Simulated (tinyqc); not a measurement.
Worked calculation: one-electron ion in a basis of Gaussians. One step of it, computed by the program tinyqc.

Question. Matrices over normalised Gaussians. With p = a_i + a_j and I(k) = Gamma((k+1)/2) / (2 p^((k+1)/2)): S = I(2l+2), T = (2l+3) a_i a_j S / p, V = -Z I(2l+1), each divided by sqrt(S_ii S_jj).

exponents of r^l exp(-a r^2) (1/bohr^2): 1.087000  3.116000  8.931000  25.600000  73.370000  210.300000  602.800000

Z = 4

l = 0

Give: S; T; V.

Answer.

S:
```
        1       2       3       4       5       6       7
1  1.0000  0.8196  0.4906  0.2486  0.1175  0.0541  0.0247
2  0.8196  1.0000  0.8196  0.4906  0.2486  0.1175  0.0541
3  0.4906  0.8196  1.0000  0.8196  0.4906  0.2486  0.1175
4  0.2486  0.4906  0.8196  1.0000  0.8196  0.4906  0.2486
5  0.1175  0.2486  0.4906  0.8196  1.0000  0.8196  0.4906
6  0.0541  0.1175  0.2486  0.4906  0.8196  1.0000  0.8196
7  0.0247  0.0541  0.1175  0.2486  0.4906  0.8196  1.0000
```

T (hartree):
```
        1       2        3        4         5         6         7
1  1.6305  1.9814   1.4262   0.7776    0.3775    0.1755    0.0803
2  1.9814  4.6740   5.6799   4.0886    2.2293    1.0823    0.5032
3  1.4262  5.6799  13.3965  16.2794   11.7189    6.3893    3.1020
4  0.7776  4.0886  16.2794  38.4000   46.6643   33.5919   18.3147
5  0.3775  2.2293  11.7189  46.6643  110.0550  133.7392   96.2691
6  0.1755  1.0823   6.3893  33.5919  133.7392  315.4500  383.3348
7  0.0803  0.5032   3.1020  18.3147   96.2691  383.3348  904.2000
```

V (hartree):
```
         1         2         3         4         5          6          7
1  -6.6550   -7.5835   -7.0085   -5.7958   -4.5758    -3.5504    -2.7378
2  -7.5835  -11.2675  -12.8397  -11.8663   -9.8133    -7.7475    -6.0114
3  -7.0085  -12.8397  -19.0757  -21.7373  -20.0895   -16.6136   -13.1161
4  -5.7958  -11.8663  -21.7373  -32.2961  -36.8023   -34.0127   -28.1277
5  -4.5758   -9.8133  -20.0895  -36.8023  -54.6751   -62.3039   -57.5802
6  -3.5504   -7.7475  -16.6136  -34.0127  -62.3039   -92.5656  -105.4813
7  -2.7378   -6.0114  -13.1161  -28.1277  -57.5802  -105.4813  -156.7172
```
